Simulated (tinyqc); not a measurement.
Thermal displacements in the Debye model: Debye-Waller factors, bond-length spread and the Lindemann rule: one step, computed by the program tinyqc. Command: `OMP_NUM_THREADS=1 python tinyqc.py 3025369 3025370 out.jsonl debyewaller walk`. One thread of a shared host (Intel(R) Xeon(R) Processor @ 2.30GHz), about 0.01 s of CPU time with the checks.

A Debye spectrum with three branches of one velocity, cut at k_B Theta; 4 atoms per cube, nearest neighbours at d = 0.707107 a.

Question. Spread of the bond length. Correlated Debye model: sigma^2 = (3 hbar^2/(M k_B Theta)) int_0^1 s coth(s Theta/(2T)) [1 - sin(s q_D R)/(s q_D R)] ds for two atoms at distance R, q_D = (6 pi^2 n)^(1/3), n atoms per volume; uncorrelated motion would give 2 <u_x^2>. An EXAFS amplitude is damped by exp(-2 k^2 sigma^2).

Inputs (values chosen for the exercise, modelled on nickel): atomic mass M = 58.69 u; Debye temperature Theta = 397 K; lattice constant a = 3.524 angstrom; temperature T = 150 K; photoelectron wave number k = 8.6 1/angstrom.

Structure: fcc.

<u_x^2> = 0.002790257 angstrom^2

Constants: hbar^2/u = 4.18015928e-03 eV angstrom^2; k_B = 8.617333262e-05 eV/K.

Give: sigma^2 of the nearest bond; correlation 1 - sigma^2/(2 <u_x^2>); EXAFS damping.

Answer.

sigma^2 of the nearest bond = 0.003745 angstrom^2

correlation 1 - sigma^2/(2 <u_x^2>) = 0.3289

EXAFS damping = 0.5746

Neighbours move partly together, which removes 33 % of the uncorrelated spread.
